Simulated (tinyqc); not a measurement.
Bias-temperature instability from a Gaussian distribution of capture and emission barriers. From remaining share dV/dV0 back to mean of E_e - E_c at the stress field, delta. Computed by tinyqc, a small Python program. Command: `OMP_NUM_THREADS=1 python tinyqc.py 3007799 3007800 out.jsonl bti inv`. One thread of a shared host (Intel(R) Xeon(R) Processor @ 2.30GHz), about 0.07 s of CPU time with the checks.

Each trap has a capture time tau_0 exp(E_c/(k_B T)) under stress and an emission time tau_0 exp(E_e/(k_B T)) after it. E_c is Gaussian, and E_e = E_c + d with d Gaussian and independent. A trap counts as filled once t_s exceeds its capture time and as emptied once t_r exceeds its emission time.

Inputs (values chosen for the exercise, for a model p-channel transistor):
```
quantity                                 value        unit
shift with all traps filled V_max          340          mV
mean capture barrier at zero field mu_c    1.6          eV
spread of capture barriers sigma_c        0.22          eV
lowering of mu_c per field k_F           0.057  eV/(MV/cm)
oxide field F                              7.3       MV/cm
spread of E_e - E_c, sigma_d               0.3          eV
time constant tau_0                      3e-10           s
temperature T                              175           C
stress time t_s                            900           s
recovery time t_r                            4           s
```

Constants: k_B = 8.617333262e-05 eV/K.

Method:
- Demarcation energies E_s = k_B T ln(t_s/tau_0), E_r = k_B T ln(t_r/tau_0); mean barrier mu = mu_c - k_F F; z = (E_s - mu)/sigma_c; Phi is the standard normal distribution.
- Temperatures in kelvin are T(C) + 273.15.
- Shift without recovery dV0 = V_max Phi(z); local time exponent n = d ln dV0/d ln t_s = (k_B T/sigma_c) exp(-z^2/2)/(sqrt(2 pi) Phi(z)); apparent activation energy n E_s.
- Remaining shift dV = V_max int_(-infinity)^(E_s) g(E_c) [1 - Phi((E_r - E_c - delta)/sigma_d)] dE_c, g the Gaussian density of E_c (Gauss-Legendre, 120 points over 7 sigma_c below E_s).

Problem. A run gave the result below. Find the mean of E_e - E_c at the stress field, delta, known to lie between -0.76 and -0.35 eV.

remaining share dV/dV0 = 0.151161

Solution.

Each step takes the trial c = (a f_b - b f_a)/(f_b - f_a), f being the result less the target; c replaces end b, the old b replaces a if the sign of f changed, and otherwise f_a is halved.

Scan of the range:
```
mean of E_e - E_c at the stress field, delta (eV)  remaining share dV/dV0
-0.760                                                           0.013684
-0.692                                                           0.023357
-0.623                                                           0.038461
-0.555                                                           0.060273
-0.487                                                           0.090661
-0.418                                                           0.131714
-0.350                                                           0.183066
```

False position (Illinois rule) inside the bracket:
```
step      end a      end b      trial  remaining share dV/dV0
1     -0.418000  -0.350000  -0.392249                0.149871
2     -0.350000  -0.392249  -0.390607                0.151082
3     -0.350000  -0.390607  -0.390407                0.151230
4     -0.390607  -0.390407  -0.390500                0.151161
5     -0.390407  -0.390500  -0.390500                0.151161
```

Remaining share dV/dV0 rises at every point of a 13-point scan of the range (every second point is shown), so one value fits; it is bracketed by -0.418 and -0.350. Answer: mean of E_e - E_c at the stress field, delta = -0.3905 eV.
